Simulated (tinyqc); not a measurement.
Thermal boundary conductance by the acoustic and diffuse mismatch models. Inputs raised by 2 %, one at a time. Computed by tinyqc, a small Python program. Command: `OMP_NUM_THREADS=1 python tinyqc.py 3007152 3007153 out.jsonl kapitza sens`. One thread of a shared host (Intel(R) Xeon(R) Processor @ 2.30GHz), about 0.01 s of CPU time with the checks.

Each side has one longitudinal and two transverse Debye branches, omega = v q up to q_D = (6 pi^2 n)^(1/3), with n counting all atoms. Scattering at the interface is elastic. Electrons are left out of G, also for metals. Melting is ignored. G refers to the temperatures of the phonons sent towards the interface. Linear branches over all atoms overstate G at high T, most for crystals with several atoms a cell.

Inputs (values chosen for the exercise, modelled on gold (side 1) and gallium arsenide (side 2)): density rho_1 = 19.8 g/cm^3; longitudinal velocity vL_1 = 3480 m/s; transverse velocity vT_1 = 1280 m/s; atom density n_1 = 57.3 1/nm^3; conductivity kappa_1 = 315 W/(m K); density rho_2 = 5.46 g/cm^3; longitudinal velocity vL_2 = 5380 m/s; transverse velocity vT_2 = 2990 m/s; atom density n_2 = 45.4 1/nm^3; conductivity kappa_2 = 49.2 W/(m K); temperature T = 150 K; thickness d_1 = 1100 nm; thickness d_2 = 3700 nm; heat flux J = 41 kW/cm^2.

Structure: film on a substrate.

Constants: hbar = 1.054571817e-34 J s; k_B = 1.380649e-23 J/K.

Method:
- omega_c = v q_D for each branch, given as hbar omega_c/k_B; impedance Z = rho v.
- No mode conversion. t(theta) = 4 Z_1 Z_2 cos(theta_1) cos(theta_2)/N^2, with N = Z_2 cos(theta_1) + Z_1 cos(theta_2) for L (the form for pressure waves) and N = Z_1 cos(theta_1) + Z_2 cos(theta_2) for both T branches (the form for shear waves polarised along the interface); sin(theta_2) = (v_2/v_1) sin(theta_1), and t = 0 beyond the critical angle arcsin(v_1/v_2); the mean over the incoming flux is alpha = 2 int t sin(theta_1) cos(theta_1) d theta_1 (64 Gauss-Legendre points).
- A phonon forgets its side and branch: alpha(1 to 2) = S_2/(S_1 + S_2), S_i = 1/vL_i^2 + 2/vT_i^2.
- G = (k_B^4 T^3/(8 pi^2 hbar^3)) int W(x) x^4 e^x/(e^x - 1)^2 dx, x = hbar omega/(k_B T). Acoustic mismatch: W = sum over the three branches of alpha(1 to 2)/v_1^2, each up to the lower of its two cut-offs. Diffuse mismatch: W = S_1 S_2/(S_1 + S_2), where S_i sums 1/v^2 over the branches of side i still below their cut-off. Radiation limit: W = min(S_1, S_2). The integral is split at the four cut-offs (64 Gauss-Legendre points a piece, x at most 45).
- Boundary resistance R = 1/G and Kapitza length kappa_2/G use the diffuse value.
- In series: Delta T = J (d_1/kappa_1 + R + d_2/kappa_2), with bulk conductivities in the layers and one-dimensional flow.

Runs; columns: (1) input moved; (2) from; (3) to; (4) G, diffuse mismatch (MW/(m^2 K)); (5) Kapitza length in side 2 (nm); (6) interface share of film plus interface; (7) diffuse alpha, 1 to 2:
```
(1)                                (2)     (3)     (4)     (5)      (6)      (7)
base run                             -       -  335.70  146.56  0.46035  0.16539
longitudinal velocity vL_1 (m/s)  3480  3549.6  336.31  146.29  0.45990  0.16573
density rho_2 (g/cm^3)            5.46  5.5692  335.70  146.56  0.46035  0.16539
temperature T (K)                  150     153  338.60  145.31  0.45821  0.16539
conductivity kappa_1 (W/(m K))     315   321.3  335.70  146.56  0.46527  0.16539
conductivity kappa_2 (W/(m K))    49.2  50.184  335.70  149.49  0.46035  0.16539
thickness d_1 (nm)                1100    1122  335.70  146.56  0.45543  0.16539
thickness d_2 (nm)                3700    3774  335.70  146.56  0.46035  0.16539
```

Exponents ln(y'/y) / ln(x'/x):
```
input                       G, diffuse mismatch  Kapitza length in side 2  interface share of film plus interface  diffuse alpha, 1 to 2
longitudinal velocity vL_1                0.092                    -0.092                                  -0.049                  0.104
density rho_2                             0.000                     0.000                                   0.000                  0.000
temperature T                             0.434                    -0.434                                  -0.235                  0.000
conductivity kappa_1                      0.000                     0.000                                   0.537                  0.000
conductivity kappa_2                      0.000                     1.000                                   0.000                  0.000
thickness d_1                             0.000                     0.000                                  -0.542                  0.000
thickness d_2                             0.000                     0.000                                   0.000                  0.000
```

To which inputs is each result most sensitive?

Among the inputs moved here: G, diffuse mismatch answers most in size to temperature T (exponent +0.434), next to longitudinal velocity vL_1 (+0.092); its exponent is below 0.0005 for density rho_2, conductivity kappa_1, conductivity kappa_2, thickness d_1, thickness d_2. Its exponent 0.000 in density rho_2: the diffuse model does not use the densities. Kapitza length in side 2 answers most in size to conductivity kappa_2 (exponent +1.000), next to temperature T (-0.434); its exponent is below 0.0005 for density rho_2, conductivity kappa_1, thickness d_1, thickness d_2. Interface share of film plus interface answers most in size to thickness d_1 (exponent -0.542), and about equally to conductivity kappa_1 (+0.537); its exponent is below 0.0005 for density rho_2, conductivity kappa_2, thickness d_2. Diffuse alpha, 1 to 2 answers most in size to longitudinal velocity vL_1 (exponent +0.104); its exponent is below 0.0005 for density rho_2, temperature T, conductivity kappa_1, conductivity kappa_2, thickness d_1, thickness d_2.

Caution (all rows): kappa_2 is of room-temperature size, so the Kapitza length is only nominal at this T. Caution (all rows): at this temperature short waves carry the heat; linear branches up to q_D overstate their velocity, and inelastic processes, left out here, grow with T. Caution (all rows): the conductivities are of room-temperature size; at this T real values can differ much and free paths can be long. Caution (all rows): R from emitted-phonon temperatures is too large for use in series with Fourier layers, by up to a factor of about 2.
